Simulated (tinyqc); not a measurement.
Worked calculation (part 1 of 2): UHF in the 6-31g basis, for H2-, spin multiplicity 2. The basis has no diffuse functions, so it cannot describe the extra electron: this is an exercise in the method, not the real anion. Computed by tinyqc, a small Python program that keeps every step (integrals from PySCF). Settings: charge = -1, multiplicity = 2, basis = 6-31g, energy threshold = 1e-09, iteration cap = 56, orthogonalisation = symmetric, start = core, DIIS depth = 4, shift = 1.0, method = UHF. Command: `OMP_NUM_THREADS=1 python tinyqc.py 21998 21999 out.jsonl` (the two numbers bound the seeds that draw the settings). One thread of a shared host (Intel(R) Xeon(R) Processor @ 2.60GHz), about 0.09 s of CPU time with the checks. Later iterations appear only in the table of the cycle.

## One-electron integrals

Geometry (angstrom):
```
atom         x         y         z
H     0.000000  0.000000  0.000000
H     0.000000  0.000000  0.848000
```

Basis 6-31g: exponents (1/bohr^2) and contraction coefficients of normalised primitives:
```
element  l (shell)   exponent  coefficient
H            s (1)  18.731137     0.033495
H            s (1)   2.825394     0.234727
H            s (1)   0.640122     0.813757
H            s (2)   0.161278     1.000000
```

Overlap, kinetic and nuclear-attraction integrals over the contracted functions; the nuclear repulsion is the sum of Za Zb / Rab.

nuclear repulsion = 0.62402973 hartree

overlap S, order 1H 1s, 1H 2s, 2H 1s, 2H 2s:
$$\begin{pmatrix}
1.000000 & 0.658292 & 0.363341 & 0.469702 \\
0.658292 & 1.000000 & 0.469702 & 0.812956 \\
0.363341 & 0.469702 & 1.000000 & 0.658292 \\
0.469702 & 0.812956 & 0.658292 & 1.000000
\end{pmatrix}$$

kinetic energy T (hartree), order 1H 1s, 1H 2s, 2H 1s, 2H 2s:
$$\begin{pmatrix}
1.395678 & 0.259735 & 0.128321 & 0.143353 \\
0.259735 & 0.241917 & 0.143353 & 0.169517 \\
0.128321 & 0.143353 & 1.395678 & 0.259735 \\
0.143353 & 0.169517 & 0.259735 & 0.241917
\end{pmatrix}$$

nuclear attraction V (hartree), order 1H 1s, 1H 2s, 2H 1s, 2H 2s:
$$\begin{pmatrix}
-2.272983 & -1.137611 & -0.780925 & -0.840757 \\
-1.137611 & -1.141286 & -0.840757 & -0.974302 \\
-0.780925 & -0.840757 & -2.272983 & -1.137611 \\
-0.840757 & -0.974302 & -1.137611 & -1.141286
\end{pmatrix}$$

core Hamiltonian H = T + V (hartree), order 1H 1s, 1H 2s, 2H 1s, 2H 2s:
$$\begin{pmatrix}
-0.877305 & -0.877876 & -0.652604 & -0.697405 \\
-0.877876 & -0.899369 & -0.697405 & -0.804784 \\
-0.652604 & -0.697405 & -0.877305 & -0.877876 \\
-0.697405 & -0.804784 & -0.877876 & -0.899369
\end{pmatrix}$$

## Two-electron integrals

Functions are numbered as in S; the eight-fold symmetry (ij|kl) = (ji|kl) = (kl|ij) leaves the list below.

Two-electron integrals (ij|kl) in chemists' order, unique and non-zero (hartree):
```
(11|11) 1.076566   (21|11) 0.578470   (21|21) 0.329423   (22|11) 0.587396
(22|21) 0.361304   (22|22) 0.453150   (31|11) 0.312801   (31|21) 0.179724
(31|22) 0.198887   (31|31) 0.125486   (32|11) 0.300136   (32|21) 0.183969
(32|22) 0.226374   (32|31) 0.135994   (32|32) 0.166662   (33|11) 0.597486
(33|21) 0.374889   (33|22) 0.475190   (33|31) 0.312801   (33|32) 0.404811
(33|33) 1.076566   (41|11) 0.404811   (41|21) 0.231565   (41|22) 0.255782
(41|31) 0.135994   (41|32) 0.142553   (41|33) 0.300136   (41|41) 0.166662
(42|11) 0.451134   (42|21) 0.279445   (42|22) 0.356063   (42|31) 0.170690
(42|32) 0.205037   (42|33) 0.451134   (42|41) 0.205037   (42|42) 0.299486
(43|11) 0.374889   (43|21) 0.234328   (43|22) 0.299562   (43|31) 0.179724
(43|32) 0.231565   (43|33) 0.578470   (43|41) 0.183969   (43|42) 0.279445
(43|43) 0.329423   (44|11) 0.475190   (44|21) 0.299562   (44|22) 0.397656
(44|31) 0.198887   (44|32) 0.255782   (44|33) 0.587396   (44|41) 0.226374
(44|42) 0.356063   (44|43) 0.361304   (44|44) 0.453150
```

## Orthogonalisation

S = U s U^T; symmetric (Loewdin) form X = U s^(-1/2) U^T, so that X^T S X = 1.

eigenvalues of S: [0.118415, 0.437971, 0.705288, 2.738326]

X, order 1H 1s, 1H 2s, 2H 1s, 2H 2s:
$$\begin{pmatrix}
1.268805 & -0.497911 & -0.122516 & 0.053286 \\
-0.497911 & 1.837242 & 0.053286 & -0.868180 \\
-0.122516 & 0.053286 & 1.268805 & -0.497911 \\
0.053286 & -0.868180 & -0.497911 & 1.837242
\end{pmatrix}$$

## Starting guess

The start is the orbitals of the core Hamiltonian; D(s) = C_occ C_occ^T for each spin.

D(alpha) at the start, order 1H 1s, 1H 2s, 2H 1s, 2H 2s:
$$\begin{pmatrix}
0.335933 & 0.527334 & 0.016659 & -0.360549 \\
0.527334 & 1.274021 & -0.360549 & -1.195127 \\
0.016659 & -0.360549 & 0.335933 & 0.527334 \\
-0.360549 & -1.195127 & 0.527334 & 1.274021
\end{pmatrix}$$

D(beta) at the start, order 1H 1s, 1H 2s, 2H 1s, 2H 2s:
$$\begin{pmatrix}
0.176296 & 0.083393 & 0.176296 & 0.083393 \\
0.083393 & 0.039447 & 0.083393 & 0.039447 \\
0.176296 & 0.083393 & 0.176296 & 0.083393 \\
0.083393 & 0.039447 & 0.083393 & 0.039447
\end{pmatrix}$$

## Iteration 1: building the Fock matrix

J_ij = sum D_kl (ij|kl) with D = D(alpha) + D(beta), K_ij = sum D_kl (ik|jl) for each spin; F = H + J - K(s); E = tr D H + tr D J / 2 - 0.5 sum_s tr D(s) K(s) + E_nn.

Coulomb J (hartree), order 1H 1s, 1H 2s, 2H 1s, 2H 2s:
$$\begin{pmatrix}
2.104874 & 1.238083 & 0.785096 & 0.909112 \\
1.238083 & 1.455510 & 0.909112 & 1.226522 \\
0.785096 & 0.909112 & 2.104874 & 1.238083 \\
0.909112 & 1.226522 & 1.238083 & 1.455510
\end{pmatrix}$$

exchange K(alpha) (hartree), order 1H 1s, 1H 2s, 2H 1s, 2H 2s:
$$\begin{pmatrix}
0.824772 & 0.594341 & 0.378241 & 0.430696 \\
0.594341 & 0.513132 & 0.430696 & 0.436571 \\
0.378241 & 0.430696 & 0.824772 & 0.594341 \\
0.430696 & 0.436571 & 0.594341 & 0.513132
\end{pmatrix}$$

exchange K(beta) (hartree), order 1H 1s, 1H 2s, 2H 1s, 2H 2s:
$$\begin{pmatrix}
0.576701 & 0.445446 & 0.432371 & 0.409137 \\
0.445446 & 0.388925 & 0.409137 & 0.377110 \\
0.432371 & 0.409137 & 0.576701 & 0.445446 \\
0.409137 & 0.377110 & 0.445446 & 0.388925
\end{pmatrix}$$

F(alpha) (hartree), order 1H 1s, 1H 2s, 2H 1s, 2H 2s:
$$\begin{pmatrix}
0.402796 & -0.234135 & -0.245749 & -0.218989 \\
-0.234135 & 0.043008 & -0.218989 & -0.014833 \\
-0.245749 & -0.218989 & 0.402796 & -0.234135 \\
-0.218989 & -0.014833 & -0.234135 & 0.043008
\end{pmatrix}$$

F(beta) (hartree), order 1H 1s, 1H 2s, 2H 1s, 2H 2s:
$$\begin{pmatrix}
0.650868 & -0.085239 & -0.299879 & -0.197429 \\
-0.085239 & 0.167215 & -0.197429 & 0.044628 \\
-0.299879 & -0.197429 & 0.650868 & -0.085239 \\
-0.197429 & 0.044628 & -0.085239 & 0.167215
\end{pmatrix}$$

total energy of this density = -0.75039349 hartree

## Iteration 1: diagonalisation and new density

A level shift of 1 hartree raises the virtual space: F + shift (S - S D(s) S), with D(s) the density of one spin. Diagonalise F' = X^T F X, C = X C', fill 2 alpha and 1 beta electrons from the bottom; D(s) = C_occ C_occ^T. Each column has its largest component positive (the first on a tie).

F' = X^T F X (alpha) (hartree):
$$\begin{pmatrix}
1.451448 & -1.161026 & -0.365818 & -0.016238 \\
-1.161026 & 1.090351 & -0.016238 & -0.054190 \\
-0.365818 & -0.016238 & 1.451448 & -1.161026 \\
-0.016238 & -0.054190 & -1.161026 & 1.090351
\end{pmatrix}$$

orbital energies (alpha) (hartree): MO1 -0.116628, MO2 0.287723, MO3 2.238419, MO4 2.674084

coefficients C (alpha), order 1H 1s, 1H 2s, 2H 1s, 2H 2s:
$$\begin{pmatrix}
0.342458 & 0.277471 & 0.799098 & -1.021179 \\
0.269628 & 1.298012 & -0.704051 & 1.458330 \\
0.342458 & -0.277471 & 0.799098 & 1.021179 \\
0.269628 & -1.298012 & -0.704051 & -1.458330
\end{pmatrix}$$

F' = X^T F X (beta) (hartree):
$$\begin{pmatrix}
1.954312 & -0.793874 & -0.751288 & -0.338331 \\
-0.793874 & 1.475801 & -0.338331 & -0.375706 \\
-0.751288 & -0.338331 & 1.954312 & -0.793874 \\
-0.338331 & -0.375706 & -0.793874 & 1.475801
\end{pmatrix}$$

orbital energies (beta) (hartree): MO1 0.018186, MO2 1.654143, MO3 2.284933, MO4 2.902965

coefficients C (beta), order 1H 1s, 1H 2s, 2H 1s, 2H 2s:
$$\begin{pmatrix}
0.332677 & 0.033474 & 0.803219 & -1.057675 \\
0.278204 & 1.600414 & -0.700706 & 1.118140 \\
0.332677 & -0.033474 & 0.803219 & 1.057675 \\
0.278204 & -1.600414 & -0.700706 & -1.118140
\end{pmatrix}$$

D(alpha) after iteration 1, order 1H 1s, 1H 2s, 2H 1s, 2H 2s:
$$\begin{pmatrix}
0.194268 & 0.452497 & 0.040287 & -0.267824 \\
0.452497 & 1.757535 & -0.267824 & -1.612136 \\
0.040287 & -0.267824 & 0.194268 & 0.452497 \\
-0.267824 & -1.612136 & 0.452497 & 1.757535
\end{pmatrix}$$

D(beta) after iteration 1, order 1H 1s, 1H 2s, 2H 1s, 2H 2s:
$$\begin{pmatrix}
0.110674 & 0.092552 & 0.110674 & 0.092552 \\
0.092552 & 0.077397 & 0.092552 & 0.077397 \\
0.110674 & 0.092552 & 0.110674 & 0.092552 \\
0.092552 & 0.077397 & 0.092552 & 0.077397
\end{pmatrix}$$

## Iteration 2: building the Fock matrix

As before.

Coulomb J (hartree), order 1H 1s, 1H 2s, 2H 1s, 2H 2s:
$$\begin{pmatrix}
1.962096 & 1.168754 & 0.731105 & 0.855973 \\
1.168754 & 1.403712 & 0.855973 & 1.179606 \\
0.731105 & 0.855973 & 1.962096 & 1.168754 \\
0.855973 & 1.179606 & 1.168754 & 1.403712
\end{pmatrix}$$

exchange K(alpha) (hartree), order 1H 1s, 1H 2s, 2H 1s, 2H 2s:
$$\begin{pmatrix}
0.717464 & 0.561852 & 0.350358 & 0.411435 \\
0.561852 & 0.527533 & 0.411435 & 0.446942 \\
0.350358 & 0.411435 & 0.717464 & 0.561852 \\
0.411435 & 0.446942 & 0.561852 & 0.527533
\end{pmatrix}$$

exchange K(beta) (hartree), order 1H 1s, 1H 2s, 2H 1s, 2H 2s:
$$\begin{pmatrix}
0.516964 & 0.429903 & 0.390289 & 0.394947 \\
0.429903 & 0.407454 & 0.394947 & 0.394516 \\
0.390289 & 0.394947 & 0.516964 & 0.429903 \\
0.394947 & 0.394516 & 0.429903 & 0.407454
\end{pmatrix}$$

F(alpha) (hartree), order 1H 1s, 1H 2s, 2H 1s, 2H 2s:
$$\begin{pmatrix}
0.367327 & -0.270974 & -0.271857 & -0.252866 \\
-0.270974 & -0.023190 & -0.252866 & -0.072120 \\
-0.271857 & -0.252866 & 0.367327 & -0.270974 \\
-0.252866 & -0.072120 & -0.270974 & -0.023190
\end{pmatrix}$$

F(beta) (hartree), order 1H 1s, 1H 2s, 2H 1s, 2H 2s:
$$\begin{pmatrix}
0.567827 & -0.139025 & -0.311788 & -0.236378 \\
-0.139025 & 0.096888 & -0.236378 & -0.019695 \\
-0.311788 & -0.236378 & 0.567827 & -0.139025 \\
-0.236378 & -0.019695 & -0.139025 & 0.096888
\end{pmatrix}$$

total energy of this density = -0.87870538 hartree

## Iteration 2: DIIS over 2 matrices

error matrix X^T (FDS - SDF) X (alpha):
$$\begin{pmatrix}
0.000000 & 0.129470 & 0.000000 & -0.014161 \\
-0.129470 & 0.000000 & 0.014161 & 0.000000 \\
0.000000 & -0.014161 & 0.000000 & 0.129470 \\
0.014161 & 0.000000 & -0.129470 & 0.000000
\end{pmatrix}$$

B (overlaps of the stored error matrices):
$$\begin{pmatrix}
3.9877153e-01 & 1.9327756e-01 \\
1.9327756e-01 & 9.3836092e-02
\end{pmatrix}$$

Minimise |sum c_i e_i|^2 with sum c_i = 1: solve [B -1; -1 0][c; lambda] = [0; -1] with B_ij = tr e_i^T e_j summed over both spins, and take F = sum c_i F_i.

DIIS coefficients: [-0.937663, 1.937663]

extrapolated F(alpha) (hartree), order 1H 1s, 1H 2s, 2H 1s, 2H 2s:
$$\begin{pmatrix}
0.334068 & -0.305518 & -0.296337 & -0.284632 \\
-0.305518 & -0.085262 & -0.284632 & -0.125837 \\
-0.296337 & -0.284632 & 0.334068 & -0.305518 \\
-0.284632 & -0.125837 & -0.305518 & -0.085262
\end{pmatrix}$$

extrapolated F(beta) (hartree), order 1H 1s, 1H 2s, 2H 1s, 2H 2s:
$$\begin{pmatrix}
0.489963 & -0.189457 & -0.322955 & -0.272899 \\
-0.189457 & 0.030945 & -0.272899 & -0.080009 \\
-0.322955 & -0.272899 & 0.489963 & -0.189457 \\
-0.272899 & -0.080009 & -0.189457 & 0.030945
\end{pmatrix}$$

## Iteration 2: diagonalisation and new density

As before.

F' = X^T F X (alpha) (hartree):
$$\begin{pmatrix}
1.512773 & -1.154513 & -0.392864 & -0.045872 \\
-1.154513 & 0.858559 & -0.045872 & -0.051287 \\
-0.392864 & -0.045872 & 1.512773 & -1.154513 \\
-0.045872 & -0.051287 & -1.154513 & 0.858559
\end{pmatrix}$$

orbital energies (alpha) (hartree): MO1 -0.246930, MO2 0.192428, MO3 2.174110, MO4 2.623054

coefficients C (alpha), order 1H 1s, 1H 2s, 2H 1s, 2H 2s:
$$\begin{pmatrix}
0.298629 & 0.207271 & 0.816490 & -1.037707 \\
0.307404 & 1.394328 & -0.688396 & 1.366533 \\
0.298629 & -0.207271 & 0.816490 & 1.037707 \\
0.307404 & -1.394328 & -0.688396 & -1.366533
\end{pmatrix}$$

F' = X^T F X (beta) (hartree):
$$\begin{pmatrix}
1.841550 & -0.808953 & -0.637805 & -0.359510 \\
-0.808953 & 1.336446 & -0.359510 & -0.473779 \\
-0.637805 & -0.359510 & 1.841550 & -0.808953 \\
-0.359510 & -0.473779 & -0.808953 & 1.336446
\end{pmatrix}$$

orbital energies (beta) (hartree): MO1 -0.147637, MO2 1.584493, MO3 2.214049, MO4 2.705087

coefficients C (beta), order 1H 1s, 1H 2s, 2H 1s, 2H 2s:
$$\begin{pmatrix}
0.292320 & 0.093261 & 0.818770 & -1.054087 \\
0.312707 & 1.534589 & -0.686004 & 1.206896 \\
0.292320 & -0.093261 & 0.818770 & 1.054087 \\
0.312707 & -1.534589 & -0.686004 & -1.206896
\end{pmatrix}$$

D(alpha) after iteration 2, order 1H 1s, 1H 2s, 2H 1s, 2H 2s:
$$\begin{pmatrix}
0.132141 & 0.380804 & 0.046218 & -0.197204 \\
0.380804 & 2.038648 & -0.197204 & -1.849654 \\
0.046218 & -0.197204 & 0.132141 & 0.380804 \\
-0.197204 & -1.849654 & 0.380804 & 2.038648
\end{pmatrix}$$

D(beta) after iteration 2, order 1H 1s, 1H 2s, 2H 1s, 2H 2s:
$$\begin{pmatrix}
0.085451 & 0.091410 & 0.085451 & 0.091410 \\
0.091410 & 0.097785 & 0.091410 & 0.097785 \\
0.085451 & 0.091410 & 0.085451 & 0.091410 \\
0.091410 & 0.097785 & 0.091410 & 0.097785
\end{pmatrix}$$

## Iteration 3: building the Fock matrix

As before.

Coulomb J (hartree), order 1H 1s, 1H 2s, 2H 1s, 2H 2s:
$$\begin{pmatrix}
1.887342 & 1.132064 & 0.702856 & 0.827917 \\
1.132064 & 1.375848 & 0.827917 & 1.154428 \\
0.702856 & 0.827917 & 1.887342 & 1.132064 \\
0.827917 & 1.154428 & 1.132064 & 1.375848
\end{pmatrix}$$

exchange K(alpha) (hartree), order 1H 1s, 1H 2s, 2H 1s, 2H 2s:
$$\begin{pmatrix}
0.656064 & 0.539453 & 0.333047 & 0.398027 \\
0.539453 & 0.531565 & 0.398027 & 0.449533 \\
0.333047 & 0.398027 & 0.656064 & 0.539453 \\
0.398027 & 0.449533 & 0.539453 & 0.531565
\end{pmatrix}$$

exchange K(beta) (hartree), order 1H 1s, 1H 2s, 2H 1s, 2H 2s:
$$\begin{pmatrix}
0.487456 & 0.419617 & 0.369198 & 0.385506 \\
0.419617 & 0.413077 & 0.385506 & 0.399687 \\
0.369198 & 0.385506 & 0.487456 & 0.419617 \\
0.385506 & 0.399687 & 0.419617 & 0.413077
\end{pmatrix}$$

F(alpha) (hartree), order 1H 1s, 1H 2s, 2H 1s, 2H 2s:
$$\begin{pmatrix}
0.353973 & -0.285265 & -0.282794 & -0.267515 \\
-0.285265 & -0.055086 & -0.267515 & -0.099889 \\
-0.282794 & -0.267515 & 0.353973 & -0.285265 \\
-0.267515 & -0.099889 & -0.285265 & -0.055086
\end{pmatrix}$$

F(beta) (hartree), order 1H 1s, 1H 2s, 2H 1s, 2H 2s:
$$\begin{pmatrix}
0.522581 & -0.165429 & -0.318945 & -0.254993 \\
-0.165429 & 0.063402 & -0.254993 & -0.050044 \\
-0.318945 & -0.254993 & 0.522581 & -0.165429 \\
-0.254993 & -0.050044 & -0.165429 & 0.063402
\end{pmatrix}$$

total energy of this density = -0.90962844 hartree

## Iteration 3: DIIS over 3 matrices

error matrix X^T (FDS - SDF) X (alpha):
$$\begin{pmatrix}
0.000000 & 0.055982 & 0.000000 & -0.005892 \\
-0.055982 & 0.000000 & 0.005892 & 0.000000 \\
0.000000 & -0.005892 & 0.000000 & 0.055982 \\
0.005892 & 0.000000 & -0.055982 & 0.000000
\end{pmatrix}$$

B (overlaps of the stored error matrices):
$$\begin{pmatrix}
3.9877153e-01 & 1.9327756e-01 & 8.1439028e-02 \\
1.9327756e-01 & 9.3836092e-02 & 3.9601636e-02 \\
8.1439028e-02 & 3.9601636e-02 & 1.6738624e-02
\end{pmatrix}$$

As before.

DIIS coefficients: [0.512306, -2.181783, 2.669477]

extrapolated F(alpha) (hartree), order 1H 1s, 1H 2s, 2H 1s, 2H 2s:
$$\begin{pmatrix}
0.349850 & -0.290250 & -0.287679 & -0.274615 \\
-0.290250 & -0.074421 & -0.274615 & -0.116900 \\
-0.287679 & -0.274615 & 0.349850 & -0.290250 \\
-0.274615 & -0.116900 & -0.290250 & -0.074421
\end{pmatrix}$$

extrapolated F(beta) (hartree), order 1H 1s, 1H 2s, 2H 1s, 2H 2s:
$$\begin{pmatrix}
0.489587 & -0.181956 & -0.324793 & -0.266118 \\
-0.181956 & 0.043525 & -0.266118 & -0.067757 \\
-0.324793 & -0.266118 & 0.489587 & -0.181956 \\
-0.266118 & -0.067757 & -0.181956 & 0.043525
\end{pmatrix}$$

## Iteration 3: diagonalisation and new density

As before.

F' = X^T F X (alpha) (hartree):
$$\begin{pmatrix}
1.580033 & -1.128090 & -0.395810 & -0.056110 \\
-1.128090 & 0.800612 & -0.056110 & -0.045789 \\
-0.395810 & -0.056110 & 1.580033 & -1.128090 \\
-0.056110 & -0.045789 & -1.128090 & 0.800612
\end{pmatrix}$$

orbital energies (alpha) (hartree): MO1 -0.233983, MO2 0.199490, MO3 2.173029, MO4 2.622754

coefficients C (alpha), order 1H 1s, 1H 2s, 2H 1s, 2H 2s:
$$\begin{pmatrix}
0.278183 & 0.174617 & 0.823680 & -1.043698 \\
0.324468 & 1.436510 & -0.680520 & 1.322120 \\
0.278183 & -0.174617 & 0.823680 & 1.043698 \\
0.324468 & -1.436510 & -0.680520 & -1.322120
\end{pmatrix}$$

F' = X^T F X (beta) (hartree):
$$\begin{pmatrix}
1.860938 & -0.801373 & -0.620243 & -0.353248 \\
-0.801373 & 1.317329 & -0.353248 & -0.493594 \\
-0.620243 & -0.353248 & 1.860938 & -0.801373 \\
-0.353248 & -0.493594 & -0.801373 & 1.317329
\end{pmatrix}$$

orbital energies (beta) (hartree): MO1 -0.141076, MO2 1.586474, MO3 2.205506, MO4 2.705629

coefficients C (beta), order 1H 1s, 1H 2s, 2H 1s, 2H 2s:
$$\begin{pmatrix}
0.278479 & 0.092094 & 0.823580 & -1.054190 \\
0.324224 & 1.535925 & -0.680636 & 1.205196 \\
0.278479 & -0.092094 & 0.823580 & 1.054190 \\
0.324224 & -1.535925 & -0.680636 & -1.205196
\end{pmatrix}$$

D(alpha) after iteration 3, order 1H 1s, 1H 2s, 2H 1s, 2H 2s:
$$\begin{pmatrix}
0.107877 & 0.341100 & 0.046895 & -0.160577 \\
0.341100 & 2.168840 & -0.160577 & -1.958281 \\
0.046895 & -0.160577 & 0.107877 & 0.341100 \\
-0.160577 & -1.958281 & 0.341100 & 2.168840
\end{pmatrix}$$

D(beta) after iteration 3, order 1H 1s, 1H 2s, 2H 1s, 2H 2s:
$$\begin{pmatrix}
0.077551 & 0.090290 & 0.077551 & 0.090290 \\
0.090290 & 0.105121 & 0.090290 & 0.105121 \\
0.077551 & 0.090290 & 0.077551 & 0.090290 \\
0.090290 & 0.105121 & 0.090290 & 0.105121
\end{pmatrix}$$

## Iteration 13 (converged): orbitals

converged F(alpha) (hartree), order 1H 1s, 1H 2s, 2H 1s, 2H 2s:
$$\begin{pmatrix}
0.348908 & -0.292218 & -0.288221 & -0.275872 \\
-0.292218 & -0.076674 & -0.275872 & -0.118785 \\
-0.288221 & -0.275872 & 0.348908 & -0.292218 \\
-0.275872 & -0.118785 & -0.292218 & -0.076674
\end{pmatrix}$$

converged F(beta) (hartree), order 1H 1s, 1H 2s, 2H 1s, 2H 2s:
$$\begin{pmatrix}
0.486999 & -0.184942 & -0.326244 & -0.268807 \\
-0.184942 & 0.040611 & -0.268807 & -0.070602 \\
-0.326244 & -0.268807 & 0.486999 & -0.184942 \\
-0.268807 & -0.070602 & -0.184942 & 0.040611
\end{pmatrix}$$

Diagonalise F' = X^T F X, C = X C', fill 2 alpha and 1 beta electrons from the bottom; D(s) = C_occ C_occ^T. Each column has its largest component positive (the first on a tie).

F' = X^T F X (alpha) (hartree):
$$\begin{pmatrix}
0.945691 & -0.653985 & -0.325513 & -0.036085 \\
-0.653985 & 0.434268 & -0.036085 & -0.116276 \\
-0.325513 & -0.036085 & 0.945691 & -0.653985 \\
-0.036085 & -0.116276 & -0.653985 & 0.434268
\end{pmatrix}$$

orbital energies (alpha) (hartree): MO1 -0.237333, MO2 0.195585, MO3 1.175501, MO4 1.626163

coefficients C (alpha), order 1H 1s, 1H 2s, 2H 1s, 2H 2s:
$$\begin{pmatrix}
0.263231 & 0.152096 & 0.828580 & -1.047217 \\
0.336731 & 1.464653 & -0.674536 & 1.290873 \\
0.263231 & -0.152096 & 0.828580 & 1.047217 \\
0.336731 & -1.464653 & -0.674536 & -1.290873
\end{pmatrix}$$

F' = X^T F X (beta) (hartree):
$$\begin{pmatrix}
1.073617 & -0.555551 & -0.405796 & -0.107196 \\
-0.555551 & 0.602792 & -0.107196 & -0.208165 \\
-0.405796 & -0.107196 & 1.073617 & -0.555551 \\
-0.107196 & -0.208165 & -0.555551 & 0.602792
\end{pmatrix}$$

orbital energies (beta) (hartree): MO1 -0.145452, MO2 0.585962, MO3 1.207902, MO4 1.704409

coefficients C (beta), order 1H 1s, 1H 2s, 2H 1s, 2H 2s:
$$\begin{pmatrix}
0.268318 & 0.092904 & 0.826946 & -1.054118 \\
0.332579 & 1.534998 & -0.676593 & 1.206376 \\
0.268318 & -0.092904 & 0.826946 & 1.054118 \\
0.332579 & -1.534998 & -0.676593 & -1.206376
\end{pmatrix}$$

D(alpha) after iteration 13, order 1H 1s, 1H 2s, 2H 1s, 2H 2s:
$$\begin{pmatrix}
0.092424 & 0.311406 & 0.046157 & -0.134130 \\
0.311406 & 2.258597 & -0.134130 & -2.031822 \\
0.046157 & -0.134130 & 0.092424 & 0.311406 \\
-0.134130 & -2.031822 & 0.311406 & 2.258597
\end{pmatrix}$$

D(beta) after iteration 13, order 1H 1s, 1H 2s, 2H 1s, 2H 2s:
$$\begin{pmatrix}
0.071995 & 0.089237 & 0.071995 & 0.089237 \\
0.089237 & 0.110609 & 0.089237 & 0.110609 \\
0.071995 & 0.089237 & 0.071995 & 0.089237 \\
0.089237 & 0.110609 & 0.089237 & 0.110609
\end{pmatrix}$$
